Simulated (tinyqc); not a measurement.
Scale length and length offset from two DIBL values.

Problem. DIBL = exp(-Le/(2 l)) + 2 exp(-Le/l) with Le = L - dL. Find l, dL and the drawn length for a DIBL of 100 mV/V.

DIBL at drawn lengths 54 and 79 nm (mV/V): 111.19181  31.867693

Answer. With e = exp(-Le/(2 l)), 2 e^2 + e = DIBL gives e and so Le/l at each length; Le/l is a straight line in L with slope 1/l.

l = 11.0 nm
dL = 1.90 nm
length for 100 mV/V = 56.0 nm

Program tinyqc, `OMP_NUM_THREADS=1 python tinyqc.py 2002148 2002149 out.jsonl`; Intel Xeon 2.30GHz, shared host, one thread, about 0.01 s.
